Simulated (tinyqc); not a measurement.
Precursor delivery by bubblers, mass-transport growth and the solid composition of a III-V alloy: one step, computed by the program tinyqc.

1 sccm = 44.615 micromol/min; 1 torr = 133.322 Pa. The sources decompose fully at the surface.

Problem. Mass transport. Mean velocity u = (F_t/A)(760/p)(T/273); D = D0 (T/273)^1.75 (760/p); boundary layer delta = sqrt(pi D z/u); flux = D dp/(delta k_B T); growth rate = flux x a^3/4.

Inputs (values chosen for the exercise, modelled on triethylgallium (source 1) and trimethylindium (source 2) for the vapour pressures):
```
quantity                           value      unit
total flow F_t                       4.3       slm
reactor pressure p                   100      torr
growth temperature T                 840         K
diffusivity at 273 K and 760 torr   0.41    cm^2/s
flow cross-section A                  47      cm^2
distance from the leading edge z      10        cm
lattice constant a                  5.57  angstrom
```

Constants: k_B = 1.380649e-23 J/K.

Give: velocity u; D; boundary layer delta; growth rate per torr of group III.

Solution.

velocity u = 35.657 cm/s

D = 22.274 cm^2/s

boundary layer delta = 4.4300 cm

growth rate per torr of group III = 89.898 micrometre/(h torr)

Caution: the boundary layer is a quarter or more of the root of the cross-section, so it fills much of the channel and depletion along the flow matters.
